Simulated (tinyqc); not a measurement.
What each parameter does: localisation in a chain with random site energies (transfer matrices).

Hopping -t; leads with site energy 0, E = -2t cos(ka). psi_(j+1) = ((e_j - E)/t) psi_j - psi_(j-1), a product of matrices M_j = [[(e_j - E)/t, -1], [1, 0]]. For M = M_N ... M_1 the transmission is T = 4 sin^2(ka)/|M21 - M12 + M22 exp(ika) - M11 exp(-ika)|^2. Long samples draw e_j = W (x_j/2147483647 - 1/2) from x_j = 16807 x_(j-1) mod 2147483647, starting at x0. The localisation length xi, in sites, is defined by ln T = -2N/xi on average; weak disorder gives xi = 24 (4t^2 - E^2)/W^2, and the mean free path for backscattering is xi/2.

Numerical xi = N/ln sqrt(psi_(N+1)^2 + psi_N^2) for N = 20000 sites from psi_1 = 1, psi_0 = 0; its statistical error is about xi sqrt(xi/N).

Values chosen for the exercise:
- t = 1.14 eV (hopping)
- E = -0.48 eV (energy)
- W = 1.4 eV (full width of the disorder)
- x0 = 9751 (start of the number sequence)

Numerical and weak-disorder xi. Each row changes one parameter from the base and keeps the others.

Results:

| case | numerical xi (sites) | weak-disorder xi (sites) |
|---|---|---|
| base | 61.01 | 60.83 |
| t = 1.311 eV | 78.38 | 81.36 |
| E = -0.34 eV | 64.59 | 62.24 |
| W = 1.68 eV | 41.94 | 42.24 |
| x0 = 9752 | 59.16 | 60.83 |

The largest shifts from the base row, up to three for each result and ties (the steps differ in size, so this ranks the rows, not the parameters). numerical xi (sites): W -19.07, t +17.37, E +3.58. weak-disorder xi (sites): t +20.53, W -18.59, E +1.41; unchanged at the printed digits by x0. A new x0 is another sample of the same disorder; its shift is one draw of the statistical scatter, about xi sqrt(xi/N); the other rows share one sample, so their errors are correlated.

Program tinyqc; command `OMP_NUM_THREADS=1 python tinyqc.py 1452840 1452841 out.jsonl`; about 0.06 s on one thread of a shared Intel(R) Xeon(R) Processor @ 2.30GHz.
